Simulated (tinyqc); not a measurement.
Critical temperature from a phonon spectrum: McMillan, Allen-Dynes and the linearised Eliashberg equation: one step, computed by the program tinyqc.

alpha^2 F(omega) = sum_i (lambda_i omega_i/2) delta(omega - omega_i), so that lambda = 2 int alpha^2 F/omega d omega = sum_i lambda_i.

Task: McMillan and Allen-Dynes. McMillan form: k_B T_c = (omega_log/1.2) exp[-1.04 (1 + lambda)/(lambda - mu* (1 + 0.62 lambda))]. Allen-Dynes multiplies it by f1 f2: f1 = [1 + (lambda/L1)^(3/2)]^(1/3), L1 = 2.46 (1 + 3.8 mu*); f2 = 1 + (omega_rms/omega_log - 1) lambda^2/(lambda^2 + L2^2), L2 = 1.82 (1 + 6.3 mu*) omega_rms/omega_log.

Inputs (values chosen for the exercise, for a model metal): Coulomb pseudopotential mu* = 0.12.

Peaks in alpha^2 F: two.

lambda = 1.973

omega_rms = 5.707796 meV

omega_log = 4.991098 meV

Constants: k_B = 8.617333262e-05 eV/K.

Give: T_c, McMillan form; f1; f2; T_c, Allen-Dynes.

Result:

T_c, McMillan form = 7.8819 K

f1 = 1.1210

f2 = 1.0324

T_c, Allen-Dynes = 9.1222 K

The two corrections raise T_c by 15.7 %. Caution: for lambda above about 1.5 the plain McMillan form saturates and falls short.
